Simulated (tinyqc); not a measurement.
Ballistic transport through the one-dimensional subbands of a rectangular nanowire or nanosheet channel: one step, computed by the program tinyqc. Command: `OMP_NUM_THREADS=1 python tinyqc.py 3001486 3001487 out.jsonl wire walk`. One thread of a shared host (Intel(R) Xeon(R) Processor @ 2.30GHz), about 0.02 s of CPU time with the checks.

Hard walls, parabolic subbands, transport along x. Energies are counted from the bulk conduction band edge at the top of the barrier, which the gate pulls down by U; the source Fermi level lies at the bulk edge when U = 0.

Task: Subbands. E_pq = (hbar^2 pi^2/2)(p^2/(m_y b^2) + q^2/(m_z a^2)); valley pairs: (m_x, m_y, m_z) = (m_t, m_t, m_l), (m_t, m_l, m_t), (m_l, m_t, m_t), each with degeneracy g = 2; the 10 lowest subbands are kept.

Inputs (values chosen for the exercise, modelled on silicon):
```
quantity        value  unit
light mass m_t   0.18   m_0
heavy mass m_l  0.928   m_0
height a          3.3    nm
width b           6.4    nm
```

Valleys: silicon [100] wire.

Constants: hbar^2/(2 m_0) = 3.80998212 eV angstrom^2; k_B = 8.617333262e-05 eV/K.

Give: Subbands.

Result:

Subbands:
```
valley axis  p  q  E (meV)  m_x (m_0)
z            1  1    88.21      0.180
z            1  2   199.84      0.180
y            1  1   201.73      0.180
y            2  1   231.40      0.180
z            2  1   241.22      0.180
x            1  1   242.83      0.928
y            3  1   280.87      0.180
y            4  1   350.12      0.180
z            2  2   352.85      0.180
z            1  3   385.88      0.180
```
